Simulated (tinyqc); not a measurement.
Hopping conduction between localised states: one step, computed by the program tinyqc. Command: `OMP_NUM_THREADS=1 python tinyqc.py 3014083 3014084 out.jsonl hop walk`. One thread of a shared host (Intel(R) Xeon(R) Processor @ 2.30GHz), about 0.01 s of CPU time with the checks.

Energies are counted from the Fermi level. A small network shows the mechanism; the laws of an infinite system follow.

Question. Total conductivity. Mott: T_M = 21.2/(k_B g_0 xi^3), exponent (T_M/T)^(1/4), mean hop r = (3/8) xi times the exponent. Efros-Shklovskii: T_ES = 2.8 e^2/(4 pi eps eps_0 k_B xi), exponent (T_ES/T)^(1/2). Coulomb gap width g_0^(1/2) (e^2/(4 pi eps eps_0))^(3/2). The numerical coefficients come from percolation theory and are given. sigma = s_1 exp(-E_a/k_B T) + s_2 exp(-larger of the two exponents); reduced activation energy w = d ln(sigma)/d ln(T) by a central difference of +/- 1 %.

Inputs (values chosen for the exercise, for a model defective oxide):
```
quantity                                    value         unit
localisation length xi                       0.62           nm
density of states g_0                     9.1e+20  1/(eV cm^3)
permittivity eps                               14            -
activation energy E_a to extended states      0.1           eV
prefactor of activated conduction             200         S/cm
prefactor of hopping                          1.3         S/cm
temperature T                                  32            K
```

Dimension: 3D.

Constants: k_B = 8.617333262e-05 eV/K; e^2/(4 pi eps_0) = 14.39964548 eV angstrom.

Give: activated part; hopping part; conductivity; reduced activation energy w.

Answer.

activated part = 3.562e-14 S/cm

hopping part = 1.428e-06 S/cm

conductivity = 1.428e-06 S/cm

reduced activation energy w = 3.430

Hopping carries 100 %. For sigma = s exp(-(T_0/T)^p), w = p (T_0/T)^p, so the slope of ln w against ln T gives -p.
